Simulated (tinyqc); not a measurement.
# Fully depleted semiconductor-on-insulator film with two gates, non-linear Poisson equation by Newton steps: what changes with what

One dimension across the film, front interface at x = 0, back interface at x = ts. psi is counted from the intrinsic level, n = ni exp(psi/Vt) (source grounded), holes neglected, acceptors ionised. Gates act through Cox = eps0 eox/tox and Cbox = 3.9 eps0/tb with potentials G1 = Vg - (phiM - chi - Vt ln(Nc/ni)) and G2 = Vb - (phiB - chi - Vt ln(Nc/ni)). Classical Boltzmann densities, no interface charge, no depletion in the back plane.

Values chosen for this exercise; band and dielectric values close to those of germanium: temperature T = 300 K; band gap Eg = 0.668 eV; relative permittivity eps_r = 16.1; conduction-band density of states at T Nc = 1.05e19 cm^-3; valence-band density of states at T Nv = 6.07e18 cm^-3; electron affinity chi = 4 eV; relative permittivity of the gate insulator (close to silicon dioxide) eox = 3.9; insulator thickness tox = 4.4 nm; film thickness ts = 5.3 nm; buried-oxide thickness (eps_r 3.9) tb = 140 nm; acceptor density of the film Na = 1e15 cm^-3; work function of the front gate phiM = 4.52 eV; work function of the back plane phiB = 4.5 eV; back-gate voltage Vb = 0 V.

Constants: q = 1.602176634e-19 C, kB = 1.380649e-23 J/K, Vt = kB T/q, eps0 = 8.8541878128e-14 F/cm where lengths are in cm. Results are converted to the units shown.

Each table varies one quantity; the others keep the values above.

## Charge against front-gate voltage

ni = sqrt(Nc Nv) exp(-Eg/(2 Vt)), Eg in volts. The Poisson equation eps0 eps_r d2psi/dx2 = q (n + Na), with -eps0 eps_r dpsi/dx = Cox (G1 - psi) at x = 0 and eps0 eps_r dpsi/dx = Cbox (G2 - psi) at x = ts, is solved on 300 equal intervals with half boxes at both ends; N_inv is the trapezoid sum of n. Swing = ln 10/(d ln N_inv/dVg); the last column is (dN_inv/dVb)/(dN_inv/dVg).

Charge against front-gate voltage:

| Vg (V) | psi front (V) | psi back (V) | N_inv (cm^-2) | centroid/ts | swing (mV/decade) | q dN_inv/dVg over Cox | back/front leverage |
|---|---|---|---|---|---|---|---|
| 0.05 | -0.130 | -0.130 | 6.77e4 | 0.499 | 61.7 | 5.16e-7 | 0.0358 |
| 0.2 | 0.0155 | 0.0139 | 1.83e7 | 0.495 | 61.7 | 1.40e-4 | 0.0358 |
| 0.35 | 0.160 | 0.157 | 4.77e9 | 0.490 | 64.1 | 0.0350 | 0.0358 |
| 0.5 | 0.263 | 0.253 | 2.19e11 | 0.468 | 173 | 0.595 | 0.0354 |
| 0.65 | 0.304 | 0.280 | 7.52e11 | 0.425 | 439 | 0.806 | 0.0347 |
| 0.8 | 0.327 | 0.291 | 1.37e12 | 0.384 | 740 | 0.871 | 0.0341 |
| 0.95 | 0.343 | 0.297 | 2.02e12 | 0.349 | 1.05e3 | 0.903 | 0.0336 |
| 1.1 | 0.356 | 0.301 | 2.70e12 | 0.320 | 1.37e3 | 0.922 | 0.0332 |
| 1.25 | 0.367 | 0.303 | 3.38e12 | 0.296 | 1.70e3 | 0.936 | 0.0330 |

What does the comparison show?

N_inv passes 1e11 cm^-2 at Vg = 0.453 V. The swing starts at 61.7 mV a decade, against (1 + k) Vt ln 10 = 61.4 for a front channel with k = Cs Cbox/(Cox (Cs + Cbox)) = 0.0311, Cs = eps0 eps_r/ts; above threshold this column is no longer a subthreshold swing. The centroid falls from 0.499 to 0.296 of ts and the leverage of the back gate falls from 0.0358 to 0.0330. For Vg = 0.8, 0.95, 1.1, 1.25 the density at an interface exceeds 0.3 Nc, where Boltzmann statistics fail. In every row the classical centroid lies within 3 nm of an interface, where confinement, left out, would push it away.

## Threshold and coupling against the insulator thickness

VT is the Vg for N_inv = 1e11 cm^-2; -dVT/dVb from the linearised equation. Limits with Cs = eps0 eps_r/ts: front channel Cs Cbox/(Cox (Cs + Cbox)), back channel Cbox (Cox + Cs)/(Cox Cs). Swing at N_inv = 1e8 cm^-2.

The same in every row: centroid/ts at VT = 0.479.

Threshold and coupling against the insulator thickness:

| tox (nm) | VT (V) | -dVT/dVb | front-channel limit | back-channel limit | swing (mV/decade) |
|---|---|---|---|---|---|
| 2.2 | 0.436 | 0.0199 | 0.0156 | 0.0249 | 60.8 |
| 3.1 | 0.443 | 0.0263 | 0.0219 | 0.0313 | 61.1 |
| 4.4 | 0.453 | 0.0356 | 0.0311 | 0.0406 | 61.7 |
| 6.2 | 0.466 | 0.0484 | 0.0439 | 0.0535 | 62.5 |
| 8.8 | 0.486 | 0.0669 | 0.0623 | 0.0720 | 63.6 |
| 12 | 0.509 | 0.0896 | 0.0849 | 0.0949 | 65.0 |
| 18 | 0.554 | 0.132 | 0.127 | 0.138 | 67.6 |

As tox goes from 2.2 to 18, VT rises from 0.436 to 0.554 V, the centroid stays at 0.479 of ts and -dVT/dVb rises from 0.0199 to 0.132. The coupling covers 46.8 % of the way from the front-channel to the back-channel limit in the first row and 47.0 % in the last.

Range of the model: In so thin a film or at such density quantum confinement moves the charge away from the interfaces and raises the threshold.

tinyqc, about 0.4 s, one thread, Intel Xeon 2.30GHz (shared host): `OMP_NUM_THREADS=1 python tinyqc.py 2190137 2190138 out.jsonl`
